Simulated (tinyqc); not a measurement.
Solid solubility of a dopant against its melt (retrograde solidus), clustering and the electrically active fraction. From largest solubility back to entropy of transfer S. Computed by tinyqc, a small Python program. Command: `OMP_NUM_THREADS=1 python tinyqc.py 3010646 3010647 out.jsonl retro inv`. One thread of a shared host (Intel(R) Xeon(R) Processor @ 2.30GHz), about 0.03 s of CPU time with the checks.

Inputs (values chosen for the exercise, of the order of those of copper in silicon for the solubility):
```
quantity                                   value    unit
melting point of the host T_m               1687       K
heat of melting of the host H_f             50.2  kJ/mol
interaction L of the melt                    -11  kJ/mol
enthalpy of transfer from melt to solid H   1.41      eV
site density N0                            5e+22  1/cm^3
```

Constants: R = 8.314462618 J/(mol K); k_B = 8.617333262e-05 eV/K; e = 1.602176634e-19 C; N_A = 6.02214076e+23 1/mol.

Method. x_l and x_s are atom fractions of the dopant in melt and solid; the solid is dilute. Liquidus of the host: R T ln(1 - x_l) + L x_l^2 = -H_f (1 - T/T_m). Distribution: k = x_s/x_l = exp[L (1 - x_l)^2/(R T)] exp(S/k_B - H/(k_B T)), the first factor being the activity coefficient in the melt. Solubility = x_s N0; at T_m x_l = 0. The largest x_s N0 between 900 K and T_m. For an ideal melt with constant heats the maximum has x_l = H_f/(H + H_f), H in the same units.

Problem. A run gave the result below. Find the entropy of transfer S, known to lie between 1.6 and 4.4 k_B.

largest solubility = 2.454617e+18 1/cm^3

Solution.

Each step takes the trial c = (a f_b - b f_a)/(f_b - f_a), f being the result less the target and a, b, c the logarithms of the listed values; c replaces end b, the old b replaces a if the sign of f changed, and otherwise f_a is halved.

Scan of the range:
```
entropy of transfer S (k_B)  largest solubility (1/cm^3)
1.60                                         9.29574e+17
1.89                                         1.24231e+18
2.24                                         1.76292e+18
2.65                                         2.65640e+18
3.14                                         4.33608e+18
3.72                                         7.74441e+18
4.40                                         1.52865e+19
```

False position (Illinois rule, in the logarithm of the input) inside the bracket:
```
step    end a    end b    trial  largest solubility (1/cm^3)
1     2.24000  2.65000  2.55129                  2.40672e+18
2     2.65000  2.55129  2.56994                  2.45202e+18
3     2.65000  2.56994  2.57192                  2.45688e+18
4     2.56994  2.57192  2.57100                  2.45462e+18
5     2.57192  2.57100  2.57100                  2.45462e+18
```

Largest solubility rises at every point of a 13-point scan of the range (every second point is shown), so one value fits; it is bracketed by 2.24 and 2.65. Answer: entropy of transfer S = 2.571 k_B.
